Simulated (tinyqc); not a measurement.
Yield per ion against the flux ratio: ion-assisted plasma etching: sheath, surface coverage, synergy and aspect-ratio dependence. Computed by tinyqc, a small Python program. Command: `OMP_NUM_THREADS=1 python tinyqc.py 3023981 3023982 out.jsonl etch walk`. One thread of a shared host (Intel(R) Xeon(R) Processor @ 2.30GHz), about 0.07 s of CPU time with the checks.

Radicals adsorb on bare sites; ions remove covered sites with a high yield and bare sites by sputtering; a slow spontaneous reaction acts everywhere, walls included.

Inputs (values chosen for the exercise, close to those used for silicon in a halogen plasma): plasma density n_e = 8.6e+09 1/cm^3; electron temperature T_e = 3.4 eV; ion mass M_i = 71 u; sheath voltage V = 440 V; radical density n = 2e+13 1/cm^3; radical mass M_n = 35.5 u; gas temperature T_g = 350 K; sticking coefficient s = 0.66; radicals per removed unit x = 4; yield slope b = 0.32 eV^(-1/2); threshold E_th = 9.7 eV; sputter slope b_p = 0.023 eV^(-1/2); sputter threshold E_p = 38 eV; spontaneous reaction probability k_c = 3e-05; solid density N = 5e+22 1/cm^3; ion temperature T_i = 0.7 eV.

Feature: round hole.

Constants: e = 1.602176634e-19 C; u = 1.6605390666e-27 kg; k_B = 1.380649e-23 J/K; eps_0 = 8.8541878128e-12 F/m.

Method:
- Bohm speed u_B = sqrt(e T_e/M_i); ion flux G_i = 0.61 n_e u_B; radical flux G_n = n c/4 with c = sqrt(8 k_B T_g/(pi M_n)).
- Debye length lambda_D = sqrt(eps_0 T_e/(e n_s)) with n_s = 0.61 n_e, T_e in volts; Child-law sheath d = (sqrt2/3) lambda_D (2 V/T_e)^(3/4); ion energy E = V + T_e/2; angular spread = arctan(sqrt(T_i/E)).
- Yields: Y = b (sqrt(E) - sqrt(E_th)) on covered sites, Y_p = b_p (sqrt(E) - sqrt(E_p)) on bare ones (zero below threshold).
- Steady coverage: s G_n (1 - theta) = x Y G_i theta; removal flux = Y G_i theta + Y_p G_i (1 - theta) + k_c G_n; rate = flux/N, 1 cm/s = 6e8 nm/min.
- The ion flux is fixed and the radical flux set by the ratio; the removal per ion is the removal flux over G_i.

yield Y = 5.72870

sputter yield Y_p = 0.341602

ion flux G_i = 1.12764e+15 1/(cm^2 s)

Open field:
```
G_n/G_i    theta  rate (nm/min)  removal per ion
0.3      0.00857          5.247           0.3878
1        0.02800          6.664           0.4924
3        0.07953         10.421           0.7702
10       0.22362         20.927           1.5465
30       0.46354         38.425           2.8396
100      0.74228         58.773           4.3434
300      0.89627         70.079           5.1789
1000     0.96645         75.479           5.5779
3000     0.98856         77.903           5.7571
```

What follows from these numbers?

Coverage reaches one half at G_n/G_i = x Y/s = 34.7. Below that the ion-assisted part follows the radical flux, on top of the sputter floor Y_p = 0.342; above it the ion-assisted part saturates at Y = 5.73 per ion. Caution: a sheath of several millimetres is collisional at usual pressures, which lowers the ion energy and widens the angles.
